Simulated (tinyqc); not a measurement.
What moves the results: Fermi-Dirac statistics of conduction electrons. A value that a table varies takes the place of the one given here.

Non-parabolic band E (1 + alpha E) = c k^2/m: n = Nc (2/sqrt(pi)) integral_0^infinity sqrt(x (1 + a x)) (1 + 2 a x) dx/(1 + exp(x - eta)) with a = alpha kT and eta = (EF - Ec)/kT; a = 0 gives n = Nc F_1/2(eta).

Constants: hbar^2/2m0 = 3.80998211 eV angstrom^2; kB = 8.617333262e-05 eV/K.

Parameters, chosen for this exercise (near those of Ge, lowest valleys alone; not measured data): m = 0.5554 m0 (density-of-states mass of the conduction band); T = 400 K; alpha = 0.62 1/eV (non-parabolicity); m1 = 0.0818 m0 (mass of one isotropic band with spin); L = 80 angstrom (confinement length used to compare densities); n = 2.4e+20 1/cm^3 (electron density).

## Parabolic against non-parabolic filling

N = 2 (m kB T/(4 pi c))^(3/2) with c = hbar^2/2m0, in 1/angstrom^3; times 1e24 for 1/cm^3. k_F = (3 pi^2 n)^(1/3) and the energy E0 that solves E (1 + alpha E) = c k_F^2/m give the limit of zero temperature.

EF - Ec (meV):
```
n (1/cm^3),parabolic,non-parabolic,"non-parabolic, 0 K"
2.0e+18,-70.1,-73.0,10.4
6.0e+18,-29.2,-32.5,21.4
2.0e+19,22.7,18.2,47.0
8.0e+19,112.7,101.5,113.9
2.0e+20,220.0,192.2,199.8
8.0e+20,564.1,439.5,443.7
```

Non-parabolicity lowers EF by 2.9 meV at the lowest density and by 124.6 meV at the highest, where alpha (EF - Ec) = 0.27. Temperature lowers EF below its 0 K value by 83.4 meV at the lowest density and by 4.3 meV at the highest. EF enters the band between 6e+18 and 2e+19 1/cm^3. In Ge the Gamma and Delta valleys, 0.14 and 0.18 eV up, would start to fill in the rows with EF above about 100 meV.

## Dimension (statistics of electrons in three, two and one dimensions)

One band edge at E = 0, lambda = sqrt(4 pi c/(m1 kT)) with c = hbar^2/2m0. Densities with spin: n3 = (2/lambda^3) F_1/2(eta), n2 = (2/lambda^2) F_0(eta) with F_0 = ln(1 + exp(eta)), n1 = (2/lambda) F_-1/2(eta). F_j(eta) = (1/Gamma(j + 1)) integral_0^infinity x^j dx/(1 + exp(x - eta)), which tends to exp(eta) for eta << 0.

The last two columns turn the sheet and line densities into volume densities, n2/L and n1/L^2, over n3.

Densities:
```
eta,n3 (1/cm^3),n2 (1/cm^2),n1 (1/cm),(n2/L)/n3,(n1/L^2)/n3
-4,1.64e+16,2.14e+10,2.78e+04,1.62,2.64
-2,1.17e+17,1.49e+11,1.90e+05,1.60,2.54
-1,2.96e+17,3.69e+11,4.51e+05,1.56,2.38
0,6.92e+17,8.16e+11,9.28e+05,1.48,2.10
1,1.42e+18,1.55e+12,1.58e+06,1.36,1.73
2,2.55e+18,2.51e+12,2.25e+06,1.23,1.38
4,5.89e+18,4.73e+12,3.35e+06,1.01,0.891
8,1.57e+19,9.42e+12,4.86e+06,0.751,0.484
```

lambda = 130.3 angstrom

Far below the edge all three follow exp(eta), and the ratios tend to lambda/L = 1.629 and its square. From eta = 4 to 8 the densities grow by 2.67, 1.99 and 1.45, near the powers 2^(3/2), 2 and 2^(1/2) that the densities of states E^(1/2), E^0 and E^(-1/2) give. One subband serves while EF stays several kT below the second, 6.3 kT up for hard walls; rows with a larger eta, if any, overfill it.

## What moves the Fermi level

N = 2 (m kB T/(4 pi c))^(3/2) with c = hbar^2/2m0, in 1/angstrom^3; times 1e24 for 1/cm^3. Each row changes one parameter from the base and keeps the others.

Results:
```
case,parabolic EF - Ec (meV),non-parabolic EF - Ec (meV)
base,249.57,215.82
m = 0.4999 m0,278.15,238.13
T = 450 K,248.47,213.92
n = 4.8e+20 1/cm^3,400.04,328.35
alpha = 0.93 1/eV,249.57,203.70
```

The largest shifts from the base row, up to three for each result and ties (the steps differ in size, so this ranks the rows, not the parameters). parabolic EF - Ec (meV): n +150.46, m +28.57, T -1.11; unchanged at the printed digits by alpha. non-parabolic EF - Ec (meV): n +112.52, m +22.30, alpha -12.13.

Program tinyqc; command `OMP_NUM_THREADS=1 python tinyqc.py 1650997 1650998 out.jsonl`; about 0.01 s on one thread of a shared Intel(R) Xeon(R) Processor @ 2.30GHz.
